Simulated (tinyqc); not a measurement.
p-n diode, drift-diffusion by the Gummel loop with Scharfetter-Gummel fluxes: one step of the calculation.

Abrupt junction at x = 0, p side from -Lp, n side to Ln, ohmic contacts. psi is counted from the intrinsic level; n = ni exp((psi - phin)/Vt), p = ni exp((phip - psi)/Vt). Contacts: p side psi = V - Vt ln(Na/ni), p = Na, n = ni^2/Na; n side psi = Vt ln(Nd/ni), n = Nd, p = ni^2/Nd. Constant mobilities, D = mu Vt, Boltzmann statistics, SRH recombination through a mid-gap level, U = (n p - ni^2)/(tp (n + ni) + tn (p + ni)). Current is positive from the p contact to the n contact.

Question. Electron continuity. With psi and p held, F_i = (mun Vt/h_i) [n_(i+1) B(d_i) - n_i B(-d_i)], d_i = (psi_(i+1) - psi_i)/Vt, B(d) = d/(exp(d) - 1); solve F_i - F_(i-1) = w_i [(n_i p_i - ni^2)/den_i - G] for the new n, with den = tp (n + ni) + tn (p + ni) taken at the old n and p, h_i = x_(i+1) - x_i, w_i = (h_(i-1) + h_i)/2; phin = psi - Vt ln(n/ni).

Values chosen for this exercise; band and dielectric values those of a made-up semiconductor: temperature T = 300 K; acceptor density of the p side Na = 3.4e15 cm^-3; donor density of the n side Nd = 3.4e16 cm^-3; electron mobility mun = 1100 cm^2/(V s); SRH lifetime of electrons tn = 5e-10 s; SRH lifetime of holes tp = 9e-9 s; uniform generation rate G = 0 cm^-3 s^-1.

Constants: q = 1.602176634e-19 C, kB = 1.380649e-23 J/K, Vt = kB T/q. Results are converted to the units shown.

```
node  x (nm)     psi (V)  n after Poisson (cm^-3)  p after Poisson (cm^-3)
0      -2000  0.04322391              7.8745608e5                   3.4e15
1      -1100  0.04322694             2.7544395e11             3.3996016e15
2       -581  0.04362956             2.7976729e11             3.3470664e15
3       -289  0.05403586             4.1842257e11             2.2379282e15
4       -122  0.13197076             8.5283280e12             1.0979874e14
5        -27  0.24263121             6.1642128e14             1.5190905e12
6         27  0.33162862             1.9273843e16             4.8583964e10
7       94.8  0.34513137             3.2494097e16             2.8817532e10
8        180  0.34624137             3.3919673e16             2.7606389e10
9        287  0.34630044             3.3997270e16             2.7543379e10
10       421  0.34630249             3.3999966e16             2.7541195e10
11       589  0.34630254             3.4000026e16             2.7541146e10
12       800  0.34630252                   3.4e16                78745.608
```

ni = 5.1743122e10 cm^-3

Wanted: new n; phin after round 1.

Answer.

```
node  new n (cm^-3)  phin after round 1 (V)
0           7.875e5                  0.3300
1          1.132e11                  0.0230
2          2.103e11                  0.0074
3          4.016e11                  0.0011
4          8.514e12                  0.0000
5          6.164e14                  0.0000
6          1.927e16                  0.0000
7          3.249e16                  0.0000
8          3.392e16                  0.0000
9          3.400e16                  0.0000
10         3.400e16                  0.0000
11         3.400e16                  0.0000
12         3.400e16                  0.0000
```

Program tinyqc, `OMP_NUM_THREADS=1 python tinyqc.py 2240132 2240133 out.jsonl`; Intel Xeon 2.30GHz, shared host, one thread, about 0.2 s.
